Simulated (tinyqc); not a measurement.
Surface photovoltage measurement of the minority-carrier diffusion length in a wafer: one step, computed by the program tinyqc.

Low injection, steady light, a depletion layer much thinner than 1/alpha and L. The excess density dn is taken at the front edge of the neutral region; light that reaches the back is lost.

Question. One wavelength. alpha = (84.732/lambda - 76.417)^2 per cm with lambda in micrometre (an empirical fit for silicon between 0.7 and 1.05 micrometre). Thick wafer: dn = Phi L/((S_f + D/L)(L + 1/alpha)). Finite wafer, with s = S_b L/D, w = W/L, a = alpha L: dn = [Phi a/(a^2 - 1)] [a - B - exp(-alpha W)(a - s)/(cosh w + s sinh w)]/(S_f + B D/L), B = (sinh w + s cosh w)/(cosh w + s sinh w). Photovoltage V = (k_B T/e) ln(1 + dn/n_0). Lifetime = L^2/D.

Inputs (values chosen for the exercise, modelled on p-type silicon at room temperature): diffusion length L = 49 micrometre; wafer thickness W = 775 micrometre; diffusivity D = 33.8 cm^2/s; front recombination velocity S_f = 1900 cm/s; back recombination velocity S_b = 13000 cm/s; photon flux entering = 1e+14 1/(cm^2 s); minority density at the surface barrier scale n_0 = 1e+10 1/cm^3; temperature T = 298 K; wavelength = 999 nm.

Constants: k_B = 8.617333262e-05 eV/K.

Give: alpha; penetration depth 1/alpha; dn, thick wafer; B; dn, finite wafer; photovoltage V; lifetime.

Answer.

alpha = 70.56 1/cm

penetration depth 1/alpha = 141.7 micrometre

dn, thick wafer = 2.920e+09 1/cm^3

B = 1

dn, finite wafer = 2.920e+09 1/cm^3

photovoltage V = 6.579 mV

lifetime = 0.7104 microsecond

Caution: dn is not small against n_0, so V is not linear in the flux; the constant-flux reading then needs dn, not V.
